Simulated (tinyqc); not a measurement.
Gaussian against the exact two-step profile: two-step dopant diffusion (predeposition and drive-in) with a constant diffusivity. Computed by tinyqc, a small Python program. Command: `OMP_NUM_THREADS=1 python tinyqc.py 3004178 3004179 out.jsonl dopdiff walk`. One thread of a shared host (Intel(R) Xeon(R) Processor @ 2.30GHz), about 0.07 s of CPU time with the checks.

Fick diffusion into a half space x > 0 whose background doping C_B is of the opposite type, so that a junction lies where C = C_B.

Inputs (values chosen for the exercise, modelled on gallium in silicon):
```
quantity,value,unit
prefactor D0,0.391,cm^2/s
activation energy E,3.39,eV
surface concentration C_s,8e+18,1/cm^3
background doping C_B,5.7e+16,1/cm^3
predeposition temperature T1,875,C
predeposition time t1,20,min
drive-in temperature T2,1000,C
drive-in time t2,60,min
```

Furnace ramps of the drive-in: none.

Constants: k_B = 8.617333262e-05 eV/K.

Method:
- D = D0 exp(-E/(k_B T)).
- Temperatures in kelvin are T(C) + 273.15.
- Times in seconds are 60 times the minutes.
- (Dt)2 = D2 t2, t2 in seconds.
- C = C_s erfc(x/(2 sqrt(D1 t1))); dose Q = 2 C_s sqrt(D1 t1/pi); the junction solves erfc(z) = C_B/C_s with x_j = 2 z sqrt(D1 t1).
- With a sealed surface and a thin source, C = Q/sqrt(pi (Dt)2) exp(-x^2/(4 (Dt)2)); x_j = 2 sqrt((Dt)2 ln(C(0)/C_B)); gradient at the junction |dC/dx| = C_B x_j/(2 (Dt)2).
- Exact two-step profile: C = (2 C_s/pi) int_0^alpha exp(-beta (1 + u^2))/(1 + u^2) du with alpha = sqrt(D1 t1/(Dt)2), beta = x^2/(4 (D1 t1 + (Dt)2)).
- The integral takes 48 Gauss-Legendre points; solve C(x) = C_B.
- Gaussian: C = Q/sqrt(pi (Dt)2) exp(-x^2/(4 (Dt)2)).
- Depths are fractions of the Gaussian x_j.

surface concentration C(0) (Gaussian) = 5.46917e+17 1/cm^3

junction depth x_j = 0.220175 um

drive-in budget (Dt)2 = 5.35954e-11 cm^2

product D1 t1 = 6.18060e-13 cm^2

exact junction depth = 0.220832 um

Profiles:
```
x/x_j,x (um),Gaussian (1/cm^3),exact (1/cm^3),ratio
0.0,0.00000,5.4692e+17,5.4483e+17,1.0038
0.2,0.04403,4.9962e+17,4.9806e+17,1.0031
0.4,0.08807,3.8089e+17,3.8048e+17,1.0011
0.6,0.13210,2.4232e+17,2.4289e+17,0.9976
0.8,0.17614,1.2865e+17,1.2958e+17,0.9928
1.0,0.22017,5.7000e+16,5.7770e+16,0.9867
1.2,0.26421,2.1075e+16,2.1523e+16,0.9792
```

What does the comparison show, and why?

With D1 t1/(Dt)2 = 0.012, the Gaussian is 0.38 % high at the surface and 1.3 % low at its own junction; the exact junction lies at 0.2208 um, 0.30 % deeper. The dose is the same, but the real source already has a width, which is negligible here. Caution: C_s exceeds the intrinsic carrier density of silicon at the predeposition temperature (2e18 to 1e19 per cm^3), where real diffusivities rise with concentration and profiles turn box-like.
